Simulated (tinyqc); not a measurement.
# One-sided p+-n junction, ionisation integral and breakdown: what changes with what

A p+ layer at x < 0 and an n drift layer from x = 0. Depletion approximation, built-in voltage neglected. Local ionisation coefficients alpha_n = an exp(-(bn/E)^mx), alpha_p = ap exp(-(bp/E)^mx). Electrons move towards +x, holes towards x = 0.

Values chosen for this exercise; material values close to those of 4H silicon carbide:
```
symbol   value        unit                                           meaning
eps_r     9.78                                         relative permittivity
an      1.88e8        1/cm  prefactor of the electron ionisation coefficient
bn      3.14e7        V/cm                      field constant for electrons
ap      3.33e8        1/cm      prefactor of the hole ionisation coefficient
bp      2.51e7        V/cm                          field constant for holes
mx           1                                                      exponent
mu         951  cm^2/(V s)              electron mobility of the drift layer
N       9.9e16       cm^-3                  donor density of the drift layer
```

Constants: q = 1.602176634e-19 C, eps0 = 8.8541878128e-14 F/cm where lengths are in cm. Results are converted to the units shown.

Each table varies one quantity; the others keep the values above.

## Multiplication against voltage

W = sqrt(2 eps0 eps_r V/(q N)), peak field E0 = q N W/(eps0 eps_r), falling linearly to 0 at W. G(x) = integral from 0 to x of (alpha_n - alpha_p); I_n = integral of alpha_n exp(-G) (electrons injected at x = 0), I_p = integral of alpha_p exp(G(end) - G) (holes injected at the far edge); M = 1/(1 - I). Integrals on a fine grid; BV is where I_n = 1. Here BV = 294.468 V; the Miller exponent is n = ln(1 - 1/M)/ln(V/BV).

Multiplication against voltage:

| V (V) | E0 (kV/cm) | I_n | I_p | M_n | M_p | Miller n, electrons | Miller n, holes |
|---|---|---|---|---|---|---|---|
| 118 | 2.08e3 | 3.49e-4 | 0.0154 | 1.00 | 1.02 | 8.70 | 4.57 |
| 147 | 2.32e3 | 0.00211 | 0.0647 | 1.00 | 1.07 | 8.86 | 3.94 |
| 177 | 2.55e3 | 0.00889 | 0.188 | 1.01 | 1.23 | 9.28 | 3.29 |
| 206 | 2.75e3 | 0.0286 | 0.391 | 1.03 | 1.64 | 9.94 | 2.63 |
| 236 | 2.94e3 | 0.0882 | 0.649 | 1.10 | 2.85 | 11.0 | 1.95 |
| 253 | 3.04e3 | 0.168 | 0.786 | 1.20 | 4.67 | 11.7 | 1.59 |
| 271 | 3.15e3 | 0.348 | 0.903 | 1.53 | 10.3 | 12.7 | 1.23 |
| 283 | 3.22e3 | 0.585 | 0.960 | 2.41 | 25.0 | 13.5 | 1.03 |
| 290 | 3.26e3 | 0.807 | 0.986 | 5.19 | 71.7 | 14.0 | 0.919 |

What does the comparison show?

M_n rises from 1.000 to 5.19 and M_p from 1.016 to 71.7; both diverge at BV. The Miller exponent for electrons rises from 8.70 to 14.0 and that for holes falls from 4.57 to 0.919, so one exponent describes neither over the whole range. The larger multiplication belongs to holes, whose coefficient at the peak field of the last row is 12.2 times the other.

## Effect of the drift doping

Same model as above.

Specific on-resistance Ron = W/(q mu N) with constant mobility and full ionisation.

Effect of the drift doping:

| N (cm^-3) | BV (V) | E0 at BV (kV/cm) | W at BV (um) | Ron (mohm cm^2) | BV^2/Ron (MW/cm^2) | eps0 eps_r mu E0^3/4 (MW/cm^2) |
|---|---|---|---|---|---|---|
| 8.2e15 | 2.26e3 | 2.62e3 | 17.3 | 1.38 | 3.71e3 | 3.71e3 |
| 1.6e16 | 1.30e3 | 2.77e3 | 9.37 | 0.384 | 4.39e3 | 4.39e3 |
| 3e16 | 775 | 2.93e3 | 5.28 | 0.116 | 5.19e3 | 5.19e3 |
| 5.8e16 | 453 | 3.12e3 | 2.91 | 0.0329 | 6.24e3 | 6.24e3 |
| 1.1e17 | 271 | 3.32e3 | 1.63 | 0.00973 | 7.53e3 | 7.53e3 |
| 2.1e17 | 162 | 3.55e3 | 0.913 | 0.00285 | 9.19e3 | 9.19e3 |
| 4.1e17 | 96.0 | 3.82e3 | 0.503 | 8.05e-4 | 1.14e4 | 1.14e4 |
| 7.9e17 | 58.0 | 4.12e3 | 0.282 | 2.34e-4 | 1.44e4 | 1.44e4 |

What does the table show?

BV falls from 2260 to 58.0 V while the critical field rises from 2620 to 4120 kV/cm. BV goes as N^(-0.83) between the first two rows and N^(-0.77) between the last two (a coefficient proportional to E^7 gives -0.75 without punch-through). Ron goes as BV^(2.37) over the table; the last two columns agree since BV = E0 W/2 and N = eps0 eps_r E0/(q W). For N = 7.9e17 the layer is under 0.5 um wide or BV under 82 V, so dead space, tunnelling and the built-in voltage, all left out, matter.

Program tinyqc, `OMP_NUM_THREADS=1 python tinyqc.py 2120137 2120138 out.jsonl`; Intel Xeon 2.30GHz, shared host, one thread, about 0.05 s.
